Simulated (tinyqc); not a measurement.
Isotherms: adsorption as a lattice gas: isotherms with interactions, competition, desorption peaks and saturation dose. Computed by tinyqc, a small Python program. Command: `OMP_NUM_THREADS=1 python tinyqc.py 3025832 3025833 out.jsonl adsorb walk`. One thread of a shared host (Intel(R) Xeon(R) Processor @ 2.30GHz), about 0.1 s of CPU time with the checks.

One adsorbate per site; a molecule needs 2 empty sites. Gas and surface have the same temperature.

Inputs (values chosen for the exercise, for a model surface):
```
quantity,value,unit
desorption energy E,2.39,eV
prefactor nu,3.8e+14,1/s
pair energy w (positive repels),-0.002,eV
neighbours z,6,-
site density N_s,7,1/nm^2
molecular mass M,80.7,u
sticking coefficient s0,0.0014,-
temperature T,807,K
pressure p,48,Pa
"blocking by a second gas, K_B p_B",0.39,-
```

Adsorption: dissociative (second order).

Constants: u = 1.6605390666e-27 kg; k_B = 1.380649e-23 J/K; k_B = 8.617333262e-05 eV/K.

Method. Flux F = p/sqrt(2 pi M k_B T); k_d = nu exp(-E/(k_B T)); 2 s0 F (1 - theta)^2 = N_s k_d theta^2, so y = sqrt(2 s0 F/(N_s k_d)), theta = y/(1 + y). With a second gas on the same sites theta = y/(1 + y + K_B p_B). With u = w/(k_B T). Mean field: theta/(1 - theta) = y exp(-z u theta). Quasi-chemical: theta/(1 - theta) = y [(r - 1 + 2 theta)(1 - theta)/((r + 1 - 2 theta) theta)]^(-z/2) exp(-z u/2), r = sqrt(1 - 4 theta (1 - theta)(1 - exp(-u))).

u = -0.0287596

Coverage; the first column is ln y - z u/2:
```
ln y - z u/2,no interaction,mean field,quasi-chemical
-5.0,0.00614,0.00615,0.00615
-3.0,0.04368,0.04399,0.04400
-2.0,0.11044,0.11236,0.11238
-1.0,0.25232,0.26091,0.26095
-0.5,0.35749,0.37238,0.37242
0.0,0.47844,0.50000,0.50000
0.5,0.60198,0.62762,0.62758
1.0,0.71376,0.73909,0.73905
2.0,0.87144,0.88764,0.88762
3.0,0.94852,0.95601,0.95600
5.0,0.99271,0.99385,0.99385
```

At half coverage the slope d theta/d ln y is 1/4 without interaction, 1/(4 + z u) = 0.261 in mean field and 0.261 in the pair theory, 1/[4 + 2 z (exp(u/2) - 1)]. Attraction steepens the filling towards a step; the two theories differ by at most 4.6e-5 in these rows.
